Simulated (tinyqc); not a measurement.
Surface potential of a MOS transistor: implicit equation and explicit approximations: one step of the calculation.

p-type body, charge-sheet picture, depletion and inversion only, full ionisation (an idealisation for deep acceptors), Boltzmann statistics (rough once Na exp(x - xn) passes about Nc/7). In units of Vt: xg = (Vg - Vfb)/Vt, x = psi/Vt, G = gamma/sqrt(Vt), xn = (2 phiF + Vc)/Vt. The implicit equation is (xg - x)^2 = G^2 [x - 1 + exp(x - xn)] for x above about 3. Cox = eps0 eox/tox.

Question. Potential, charges and gate control. psi = Vt x; N_dep = Cox Vt G sqrt(x - 1)/q; N_inv = (Cox Vt G/q) [sqrt(x - 1 + exp(x - xn)) - sqrt(x - 1)]; dpsi/dVg = 1/[1 + G^2 (1 + exp(x - xn))/(2 (xg - x))].

Parameters, values chosen for the exercise; band and dielectric values close to those of silicon:

| symbol | value | unit | meaning |
|---|---|---|---|
| T | 400 | K | temperature |
| eox | 25.1 |  | relative permittivity of the gate insulator (close to zirconium oxide) |
| tox | 57 | nm | insulator thickness |
| Vc | 1 | V | channel-body voltage |

Constants: q = 1.602176634e-19 C, kB = 1.380649e-23 J/K, Vt = kB T/q, eps0 = 8.8541878128e-14 F/cm where lengths are in cm. Results are converted to the units shown.

converged x = 57.587972
G = 10.153458
xn = 54.403191
xg = 148.82794

Give: psi; N_dep; N_inv; dpsi/dVg.

Answer.

psi = 1.985 V
N_dep = 6.407e12 cm^-2
N_inv = 1.247e12 cm^-2
dpsi/dVg = 0.06572

psi lies 3.2 Vt above 2 phiF + Vc.

Numbers from tinyqc (`OMP_NUM_THREADS=1 python tinyqc.py 2122002 2122003 out.jsonl`; about 0.01 s on one thread of a shared Intel Xeon 2.30GHz).
